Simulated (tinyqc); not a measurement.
Plane-wave Kohn-Sham cycle with exchange-only LDA in a layered model solid, step by step. One step of it, computed by the program tinyqc.

Task: Iteration 1: levels at that k. Diagonalise the Hermitian matrix.

H (hartree), lower triangle:
```
           -3         -2         -1         +0         +1         +2        +3
-3   0.683813
-2  -0.155000   0.181657
-1   0.000000  -0.155000  -0.097319
+0   0.000000   0.000000  -0.155000  -0.153114
+1   0.000000   0.000000   0.000000  -0.155000   0.014271
+2   0.000000   0.000000   0.000000   0.000000  -0.155000   0.404837
+3   0.000000   0.000000   0.000000   0.000000   0.000000  -0.155000  1.018584
```

Give: eigenvalues.

Result:

eigenvalues (hartree): -0.3460  -0.1152  0.0716  0.2263  0.4291  0.7302  1.0568
